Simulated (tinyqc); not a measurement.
Worked calculation: empirical pseudopotential in a few plane waves. One step of it, computed by the program tinyqc.

Problem. Bloch Hamiltonian at k. Basis: the 15 shortest G (labels in 2 pi/a), the same at every k. H(G,G') = c |k + G|^2 delta + VS(|G-G'|^2) cos((G-G').tau) + i VA sin((G-G').tau), tau = a/8 (1,1,1); 1 Ry = 13.605693 eV.

Parameters chosen for this model: fcc lattice, atoms at +/- a/8 (1,1,1); form factors in rydberg at |G|^2 in units of (2 pi/a)^2:
```
parameter                 value      unit
a                      5.970000  angstrom
VS(3)                 -0.199000        Ry
VS(8)                  0.039000        Ry
VS(11)                 0.053000        Ry
VA(3)                  0.075000        Ry
VA(4)                  0.027000        Ry
VA(11)                 0.029000        Ry
hbar^2/2m (2 pi/a)^2   4.220209        eV
```

k point k (2 pi / a): [0.240000, 0.110000, 0.180000]

Give: H(k) at k.

Solution.

H(k) at k (eV), order +0+0+0, -1-1-1, -1-1+1, -1+1-1, -1+1+1, +1-1-1, +1-1+1, +1+1-1, +1+1+1, -2+0+0, +0-2+0, +0+0-2, +0+0+2, +0+2+0, +2+0+0:
```
[[0.4309, 1.9145+0.7216i, -1.9145+0.7216i, -1.9145+0.7216i, -1.9145-0.7216i, -1.9145+0.7216i, -1.9145-0.7216i, -1.9145-0.7216i, 1.9145-0.7216i, 0.0000+0.3674i, 0.0000+0.3674i, 0.0000+0.3674i, 0.0000-0.3674i, 0.0000-0.3674i, 0.0000-0.3674i],
 [1.9145-0.7216i, 8.6181, 0.0000-0.3674i, 0.0000-0.3674i, -0.5306, 0.0000-0.3674i, -0.5306, -0.5306, 0.0000, -1.9145-0.7216i, -1.9145-0.7216i, -1.9145-0.7216i, -0.5099+0.2790i, -0.5099+0.2790i, -0.5099+0.2790i],
 [-1.9145-0.7216i, 0.0000+0.3674i, 11.6566, 0.5306, 0.0000-0.3674i, 0.5306, 0.0000-0.3674i, 0.0000, -0.5306, -1.9145+0.7216i, -1.9145+0.7216i, 0.5099+0.2790i, 1.9145-0.7216i, -0.5099-0.2790i, -0.5099-0.2790i],
 [-1.9145-0.7216i, 0.0000+0.3674i, 0.5306, 10.4750, 0.0000-0.3674i, 0.5306, 0.0000, 0.0000-0.3674i, -0.5306, -1.9145+0.7216i, 0.5099+0.2790i, -1.9145+0.7216i, -0.5099-0.2790i, 1.9145-0.7216i, -0.5099-0.2790i],
 [-1.9145+0.7216i, -0.5306, 0.0000+0.3674i, 0.0000+0.3674i, 13.5135, 0.0000, 0.5306, 0.5306, 0.0000-0.3674i, 1.9145+0.7216i, -0.5099+0.2790i, -0.5099+0.2790i, -1.9145-0.7216i, -1.9145-0.7216i, 0.5099-0.2790i],
 [-1.9145-0.7216i, 0.0000+0.3674i, 0.5306, 0.5306, 0.0000, 12.6695, 0.0000-0.3674i, 0.0000-0.3674i, -0.5306, 0.5099+0.2790i, -1.9145+0.7216i, -1.9145+0.7216i, -0.5099-0.2790i, -0.5099-0.2790i, 1.9145-0.7216i],
 [-1.9145+0.7216i, -0.5306, 0.0000+0.3674i, 0.0000, 0.5306, 0.0000+0.3674i, 15.7080, 0.5306, 0.0000-0.3674i, -0.5099+0.2790i, 1.9145+0.7216i, -0.5099+0.2790i, -1.9145-0.7216i, 0.5099-0.2790i, -1.9145-0.7216i],
 [-1.9145+0.7216i, -0.5306, 0.0000, 0.0000+0.3674i, 0.5306, 0.0000+0.3674i, 0.5306, 14.5264, 0.0000-0.3674i, -0.5099+0.2790i, -0.5099+0.2790i, 1.9145+0.7216i, 0.5099-0.2790i, -1.9145-0.7216i, -1.9145-0.7216i],
 [1.9145+0.7216i, 0.0000, -0.5306, -0.5306, 0.0000+0.3674i, -0.5306, 0.0000+0.3674i, 0.0000+0.3674i, 17.5649, -0.5099-0.2790i, -0.5099-0.2790i, -0.5099-0.2790i, -1.9145+0.7216i, -1.9145+0.7216i, -1.9145+0.7216i],
 [0.0000-0.3674i, -1.9145+0.7216i, -1.9145-0.7216i, -1.9145-0.7216i, 1.9145-0.7216i, 0.5099-0.2790i, -0.5099-0.2790i, -0.5099-0.2790i, -0.5099+0.2790i, 13.2603, 0.5306, 0.5306, -0.5306, -0.5306, 0.0000],
 [0.0000-0.3674i, -1.9145+0.7216i, -1.9145-0.7216i, 0.5099-0.2790i, -0.5099-0.2790i, -1.9145-0.7216i, 1.9145-0.7216i, -0.5099-0.2790i, -0.5099+0.2790i, 0.5306, 15.4548, 0.5306, -0.5306, 0.0000, -0.5306],
 [0.0000-0.3674i, -1.9145+0.7216i, 0.5099-0.2790i, -1.9145-0.7216i, -0.5099-0.2790i, -1.9145-0.7216i, -0.5099-0.2790i, 1.9145-0.7216i, -0.5099+0.2790i, 0.5306, 0.5306, 14.2732, 0.0000, -0.5306, -0.5306],
 [0.0000+0.3674i, -0.5099-0.2790i, 1.9145+0.7216i, -0.5099+0.2790i, -1.9145+0.7216i, -0.5099+0.2790i, -1.9145+0.7216i, 0.5099+0.2790i, -1.9145-0.7216i, -0.5306, -0.5306, 0.0000, 20.3503, 0.5306, 0.5306],
 [0.0000+0.3674i, -0.5099-0.2790i, -0.5099+0.2790i, 1.9145+0.7216i, -1.9145+0.7216i, -0.5099+0.2790i, 0.5099+0.2790i, -1.9145+0.7216i, -1.9145-0.7216i, -0.5306, 0.0000, -0.5306, 0.5306, 19.1686, 0.5306],
 [0.0000+0.3674i, -0.5099-0.2790i, -0.5099+0.2790i, -0.5099+0.2790i, 0.5099+0.2790i, 1.9145+0.7216i, -1.9145+0.7216i, -1.9145+0.7216i, -1.9145-0.7216i, 0.0000, -0.5306, -0.5306, 0.5306, 0.5306, 21.3631]]
```
